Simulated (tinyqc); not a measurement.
The window of frequencies: the 3-omega method: a line heater on a substrate with a thin film. Computed by tinyqc, a small Python program. Command: `OMP_NUM_THREADS=1 python tinyqc.py 3026326 3026327 out.jsonl threeomega walk`. One thread of a shared host (Intel(R) Xeon(R) Processor @ 2.30GHz), about 0.01 s of CPU time with the checks.

A current at angular frequency omega = 2 pi f heats the line at 2 omega with the amplitude P per length; the temperature swing Delta T at 2 omega gives a voltage at 3 omega. The substrate is taken as semi-infinite and isotropic, and the heat capacity of heater and film is left out.

Inputs (values chosen for the exercise, modelled on silica on gallium nitride):
```
quantity                      value           unit
substrate conductivity kappa    198        W/(m K)
substrate heat capacity C      2.94  1e6 J/(m^3 K)
heater half-width b              13     micrometre
power amplitude per length P    9.1            W/m
current frequency f             160             Hz
substrate thickness d_s         525     micrometre
```

Method:
- D = kappa/C; q = sqrt(2 i omega/D); penetration depth 1/|q| = sqrt(D/(2 omega)).
- Delta T_s = (P/(pi kappa)) int_0^infinity (sin x/x)^2 / sqrt(x^2 + (q b)^2) dx with (q b)^2 = i |q b|^2, averaged over the heater width (12 Gauss-Legendre points on each of the pieces 0, 14 log-spaced edges from 1e-5 to 1, and multiples of pi to 40 pi; the tail adds 1/(4 (40 pi)^2)).
- For |q| b much below 1: Delta T_s = (P/(pi kappa)) [-ln(|q| b) + eta - i pi/4], eta = 3/2 - C_E = 0.92278, with Euler's C_E = 0.5772157.
- The slope value uses each f and 2f: kappa = P ln 2/(2 pi [Delta T(f) - Delta T(2f)]).

diffusivity D = 67.3469 mm^2/s

Bare substrate; columns: (1) f (Hz); (2) penetration depth (micrometre); (3) |q| b; (4) in-phase (K); (5) out-of-phase (K); (6) narrow-line form (K); (7) kappa from the slope (W/(m K)):
```
(1)          (2)        (3)        (4)         (5)         (6)     (7)
0.32      4092.4  0.0031766   0.097647   -0.011490    0.097647  198.00
3.2       1294.1   0.010045   0.080805   -0.011489    0.080804  198.01
32        409.24   0.031766   0.063964   -0.011479    0.063962  198.08
160       183.02   0.071031   0.052199   -0.011445    0.052189  198.38
630       92.232    0.14095   0.042202   -0.011346    0.042164  199.47
3200      40.924    0.31766   0.030463   -0.010958    0.030276  205.22
13000     20.304    0.64027   0.020736   -0.010008    0.020023  225.76
63000     9.2232     1.4095   0.011296  -0.0076636   0.0084786  319.04
320000    4.0924     3.1766  0.0051188  -0.0043907  -0.0034091  668.42
1.90e+06  1.6795     7.7404  0.0020993  -0.0019772   -0.016439  1632.7
```

What does the comparison show, and why?

The slope gives kappa within 1 % up to |q| b = 0.14 (f = 630 Hz) among these rows. The penetration depth stays under d_s/5 = 105 micrometre from f = 630 Hz up, so that row alone meets both conditions. At high f the flow turns one-dimensional: in-phase and out-of-phase parts become equal in size (ratio 0.94 in the last row) and fall as f^(-1/2) (exponent -0.50). Caution: the penetration depth exceeds a fifth of the substrate thickness, so the back face is felt and the semi-infinite formula fails.
